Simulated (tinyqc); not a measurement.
Bandgap voltage reference from two bipolar transistors: effect of the offset of the amplifier.

Two transistors of area 1 and N carry the same current I. Is(T) = Is (T/T0)^eta exp[(Vg0 q/kB)(1/T0 - 1/T)], VBE1 = Vt ln(I/Is(T)) + I rb, VBE2 = Vt ln(I/(N Is(T))) + I rb/N. The amplifier forces I R1(T) = VBE1 - VBE2 + Vos, with R(T) = R (1 + tc (T - T0)) for both resistors, and the output is Vref = VBE1 + I R2(T). Base currents and the Early effect are neglected.

Vt = kB T/q; I = (Vt ln N + Vos)/(R1(T) - rb (1 - 1/N)). Box coefficient: span of Vref between 233 and 398 K over its average over T and over 165 K. The last column is the R2 that gives zero slope at T0.

Values chosen for this exercise; values of the order met in silicon bipolar transistors: reference temperature T0 = 300 K; band-gap voltage extrapolated to 0 K Vg0 = 1.175 V; temperature exponent of the saturation current eta = 4.2; saturation current of the unit transistor at T0 Is = 3e-17 A; area ratio of the second transistor N = 10; resistor across which the difference of VBE falls, at T0 R1 = 3.8 kohm; temperature coefficient of both resistors tc = 0 ppm/K; series resistance of the unit transistor rb = 0 ohm; output resistor at T0 R2 = 34.69 kohm.

Constants: q = 1.602176634e-19 C, kB = 1.380649e-23 J/K. Results are converted to the units shown.

Effect of the offset of the amplifier:
```
Vos (mV)  I at T0 (uA)  Vref at T0 (V)  slope at T0 (uV/K)  box coefficient (ppm/K)  R2 for zero slope (kohm)
-5               14.35           1.193              -55.64                    56.14                     35.76
-3               14.88           1.212              -55.86                    55.40                     35.76
-1               15.40           1.231              -55.97                    54.61                     35.76
0                15.66           1.241              -55.98                    54.20                     35.76
1                15.93           1.250              -55.97                    53.78                     35.76
3                16.45           1.270              -55.88                    52.91                     35.76
5                16.98           1.289              -55.71                    52.01                     35.76
```

As Vos goes from -5 to 5, Vref rises from 1.193 to 1.289 V and the box coefficient falls from 56.1 to 52.0 ppm/K. Each mV of offset moves Vref by 9.56 mV, about R2/R1 = 9.13 plus the change of VBE1 with the current.

Numbers from tinyqc (`OMP_NUM_THREADS=1 python tinyqc.py 2062070 2062071 out.jsonl`; about 0.02 s on one thread of a shared Intel Xeon 2.30GHz).
